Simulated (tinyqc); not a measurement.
From a target to a composition: model-solid line-up of a strained alloy layer on a substrate.

Problem. A layer of the alloy is strained to the substrate, and its gap (Ec minus the top valence edge) is given. Find x between 0.09 and 0.90, where the gap is monotonic.

All values of the alloy are linear in x but the gap, Eg(x) = (1 - x) Eg_A + x Eg_B - C x (1 - x), and the valence edge, Ev(x) = (1 - x) Ev_A + x Ev_B + fv C x (1 - x); Ec = Ev + Eg. Ev is the top of the unstrained valence band on a scale common to all materials. In the layer only the Gamma valley of the conduction band is followed, also where an X or L valley would lie lower.

Coherent growth on a (001) face: e_par = (a_s - a)/a, e_perp = -2 (C12/C11) e_par; exx = eyy = e_par, ezz = e_perp, no shear.

Strained edges: Ec + ac tr(e); the valence edges are Ev plus the levels of the 6 x 6 matrix of X, Y, Z times spin with -Dso/3 + l exx + m (eyy + ezz) on the diagonal (cyclic), n exy off it, l = av + 2 b, m = av - b, n = sqrt(3) d. Spin-orbit term (Dso/3) L.sigma on X, Y, Z with (L_k)_ij = -i epsilon_kij: <X+|H|Y+> = -i Dso/3, <X+|H|Z-> = Dso/3, <Y+|H|Z-> = -i Dso/3, <Z+|H|X-> = -Dso/3, <Z+|H|Y-> = i Dso/3, <X-|H|Y-> = i Dso/3, and their conjugates; + and - are the spin along z.

Parameters, chosen for this exercise (A near GaP, B near InP, substrate near Ge; the results hold for these values, not for the real material):
- a = (5.458, 5.869) angstrom (lattice constant of A, B)
- Eg = (2.855, 1.438) eV (gap at Gamma to the s-like level of A, B)
- Dso = (0.079, 0.109) eV (spin-orbit splitting of A, B)
- Ev = (-1.29, -0.95) eV (top of the unstrained valence band of A, B)
- ac = (-8.26, -6) eV (conduction deformation potential of A, B)
- av = (1.71, 0.59) eV (valence hydrostatic potential of A, B)
- b = (-1.58, -2) eV (tetragonal shear potential of A, B)
- d = (-4.56, -4.96) eV (trigonal shear potential of A, B)
- C11 = (140.1, 100.8) GPa (of A, B)
- C12 = (62, 56.2) GPa (of A, B)
- C44 = (70.6, 45.6) GPa (of A, B)
- C = 0.639 eV (bowing of the gap)
- fv = 0 (share of the bowing taken by the valence edge)
- a_s = 5.656 angstrom (substrate)
- face = 001 (growth face)

strained gap = 1.744566 eV

Find: x; e_par; gap of the relaxed alloy.

Solution. Bisect on x; the strained gap is 2.2059 eV at x = 0.09 and 1.5889 eV at x = 0.90.

x = 0.740
e_par = -1.842 %
gap of the relaxed alloy = 1.683 eV

Run: tinyqc, `OMP_NUM_THREADS=1 python tinyqc.py 1050244 1050245 out.jsonl`; Intel(R) Xeon(R) Processor @ 2.30GHz, one thread, shared host; about 0.01 s of CPU time with all checks.
